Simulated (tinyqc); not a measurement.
From one set of inputs to another, one input at a time: interdiffusion in a binary couple: Darken equations, Kirkendall shift and Boltzmann-Matano analysis. Computed by tinyqc, a small Python program. Command: `OMP_NUM_THREADS=1 python tinyqc.py 3024048 3024049 out.jsonl darken ladder`. One thread of a shared host (Intel(R) Xeon(R) Processor @ 2.30GHz), about 0.1 s of CPU time with the checks.

x is the mole fraction of B; the molar volume is constant, and the two halves are long enough to count as infinite.

The inputs printed are set A. Inputs not listed in the table keep their values of set A, so the rows need not describe a real material.

Inputs (values chosen for the exercise, for a model alloy A-B): tracer diffusivity D*_A(0) = 4.3e-14 m^2/s; tracer diffusivity D*_B(0) = 7.2e-14 m^2/s; slope k of ln D* with x = -0.4; regular-solution parameter W = -0.15 eV; temperature T = 1400 K; left composition x_L = 0.053; right composition x_R = 0.55; time t = 31000 s; composition x for the local step = 0.15.

Vacancy-wind correction: none.

Constants: k_B = 8.617333262e-05 eV/K.

Method:
- D*_i(x) = D*_i(0) exp(k x); thermodynamic factor Phi = 1 - 2 W x (1 - x)/(k_B T); intrinsic D_i = D*_i Phi; interdiffusion D~ = x D_A + (1 - x) D_B.
- With lambda = z/sqrt(t), the profile solves d/dlambda (D~ dx/dlambda) + (lambda/2) dx/dlambda = 0 with x = x_L and x_R far to the left and right; z = 0 is the original interface. It is solved as a boundary-value problem in y = lambda/sqrt(D~ at the mean composition) on -12 < y < 12 (collocation, tolerance 1e-8).
- Lattice planes move with v = (D_B - D_A) dx/dz; markers from the original interface stay at one composition, where z_K = 2 t v.

Each row keeps all changes above it; columns: (1) input moved; (2) from; (3) to; (4) marker position z_K (um); (5) interdiffusion coefficient D~ at the local x (m^2/s); (6) composition at the markers:
```
(1)                                     (2)      (3)      (4)         (5)      (6)
set A                                     -        -    6.556  8.3910e-14  0.31715
tracer diffusivity D*_B(0) (m^2/s)  7.2e-14  1.4e-14  -11.051  2.2760e-14  0.26829
regular-solution parameter W (eV)     -0.15   -0.048   -9.765  1.9035e-14  0.26358
time t (s)                            31000   200000  -24.802  1.9035e-14  0.26358
slope k of ln D* with x                -0.4     -2.4  -18.837  1.4101e-14  0.24268
tracer diffusivity D*_A(0) (m^2/s)  4.3e-14  4.3e-15    8.776  9.6403e-15  0.30277
```

Which inputs carry the difference?

Marker position z_K goes from 6.56 to 8.78, +2.22 in all. The largest single move comes from tracer diffusivity D*_A(0) (+27.6), and tracer diffusivity D*_B(0) works against it (-17.6). Interdiffusion coefficient D~ at the local x goes from 8.39e-14 to 9.64e-15, a factor 0.115 in all. The largest single move comes from tracer diffusivity D*_B(0) (a factor 0.271). Composition at the markers goes from 0.317 to 0.303, a factor 0.955 in all. The largest single move comes from tracer diffusivity D*_A(0) (a factor 1.25), but it runs against the net change; the largest move in the direction of the net change is tracer diffusivity D*_B(0) (a factor 0.846). The single moves hold for this order of the switches; the total does not depend on the order.

Extremes, crossings and ranges named in words are read from the listed rows.
